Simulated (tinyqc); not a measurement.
What a faster ramp buys: rapid thermal processing of a wafer: radiative balance, ramp and cooling, pattern effects, pyrometer error and spike budget. Computed by tinyqc, a small Python program. Command: `OMP_NUM_THREADS=1 python tinyqc.py 3112402 3112403 out.jsonl rtp walk`. One thread of a shared host (Intel(R) Xeon(R) Processor @ 2.30GHz), about 0.04 s of CPU time with the checks.

The wafer is opaque and uniform through its thickness unless said otherwise; temperatures in formulas are in kelvin (C + 273.15). sigma = 5.670374419e-12 W/(cm^2 K^4).

Inputs (values chosen for the exercise, modelled on a hot silicon wafer):
```
quantity                                              value         unit
wafer thickness d                                       775   micrometre
heat capacity per volume C                             2.05   J/(cm^3 K)
thermal conductivity k                                 0.25     W/(cm K)
emissivity eps of each face                             0.6            -
reflectivity of the chamber walls r                    0.25            -
gas heat-transfer coefficient h, both faces together    2.7  mW/(cm^2 K)
wall temperature T_w                                    300            K
process temperature                                     681            C
starting temperature                                    500            C
ramp rate                                               320          K/s
activation energy of the process E_a                    2.7           eV
```

Constants: k_B = 8.617333262e-05 eV/K.

Method:
- Effective emissivity between parallel grey plates: eps_eff = 1/(1/eps + 1/(1 - r) - 1). Loss per area q(T) = 2 eps_eff sigma (T^4 - T_w^4) + h (T - T_w).
- Absorbed power during a ramp = q(T) + C d x ramp rate; thermal time constant tau = C d/(dq/dT), dq/dT = 8 eps_eff sigma T^3 + h; natural cooling rate q/(C d); front-to-back difference under one-sided heating at the end of the ramp = (absorbed power) d/(2 k).
- Cooling with the lamps off: C d dT/dt = -q(T), integrated adaptively (relative tolerance 1e-10).
- Spike anneal: linear ramp to the peak, then lamps off. Equivalent time at the peak = int exp(-(E_a/k_B)(1/T - 1/T_peak)) dt; estimate (k_B T^2/E_a)(1/ramp rate + 1/cooling rate). The ramp part uses 4000 trapezoid steps, the cooling part 4000 steps over 4 tau.

time constant tau = 7.09184 s

holding power q = 6.42006 W/cm^2

natural cooling rate = 40.4095 K/s

Against the ramp rate:
```
ramp (K/s)  ramp part (s)  cooling part (s)  total (s)  power at the peak (W/cm^2)
10                 2.7423           0.74776     3.4900                        8.01
25                 1.0969           0.74776     1.8447                       10.39
50                 0.5485           0.74776     1.2962                       14.36
100                0.2742           0.74776     1.0220                       22.31
250                0.1097           0.74776     0.8574                       46.14
500                0.0548           0.74776     0.8026                       85.86
1000               0.0274           0.74776     0.7752                      165.30
```

What follows from these numbers?

From 10 to 100 K/s the total falls by a factor 3.4, from 100 to 1000 K/s by 1.32: the cooling part, 0.748 s, is a floor, and the natural cooling rate here is 40.4 K/s.

Extremes, crossings and ranges named in words are read from the listed rows.
